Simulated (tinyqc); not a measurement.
# Donor binding, ionisation and the Mott limit: ionisation against doping

Hydrogenic donor: Ry = (m0 q^3/(8 eps0^2 h^2)) me/eps_r^2 in eV, E0 = cc Ry, radius a = q/(8 pi eps0 eps_r E0), Mott density Nm = (0.26/a)^3. Below Nm the level sinks as Ed = E0 [1 - (N/Nm)^(1/3)]. Neutrality: Nc F12(eta) = N/(1 + 2 exp(eta + Ed/kB T)), F12(x) = (2/sqrt(pi)) int_0^infinity sqrt(u)/(1 + exp(u - x)) du.

The neutrality equation is solved with F12 in each row.

Inputs (values chosen for the exercise); band and dielectric values close to those of gallium arsenide:
- T = 77 K (temperature)
- eps_r = 13.2 (relative permittivity)
- me = 0.0681 m0 (mass in the hydrogenic formula, set independently of Nc)
- Nc = 5.62e16 cm^-3 (conduction-band density of states at 77 K)
- cc = 2 (ratio of the true binding energy to the hydrogenic one)

Constants: q = 1.602176634e-19 C, kB = 1.380649e-23 J/K, eps0 = 8.8541878128e-12 F/m, h = 6.62607015e-34 J s, m0 = 9.1093837015e-31 kg, Vt = kB T/q. Results are converted to the units shown.

Ionisation against doping:

| N (cm^-3) | N/Nm | Ed (meV) | ionised (%) | ionised with Ed = E0 (%) |
|---|---|---|---|---|
| 7.6e13 | 5.8329e-4 | 9.7467 | 98.851 | 98.691 |
| 2.1e14 | 0.0016117 | 9.3884 | 97.096 | 96.536 |
| 5.6e14 | 0.0042980 | 8.9061 | 93.333 | 91.657 |
| 1.5e15 | 0.011512 | 8.2339 | 86.177 | 82.023 |
| 4.1e15 | 0.031467 | 7.2777 | 74.966 | 66.950 |
| 1.1e16 | 0.084424 | 5.9697 | 61.727 | 49.895 |
| 3.1e16 | 0.23792 | 4.0452 | 48.205 | 33.671 |
| 8.3e16 | 0.63702 | 1.4843 | 37.374 | 21.813 |

The ionised share falls from 98.9 to 37.4 %, against 98.7 to 21.8 % for a fixed level: a higher density raises EF against the level, which fills more donors, while the sinking Ed works the other way.

Range of the model: A sharp level with degeneracy 2 overstates freeze-out near Nm, where the impurity band broadens and merges with the conduction band.

Numbers from tinyqc (`OMP_NUM_THREADS=1 python tinyqc.py 2330146 2330147 out.jsonl`; about 0.01 s on one thread of a shared Intel Xeon 2.30GHz).
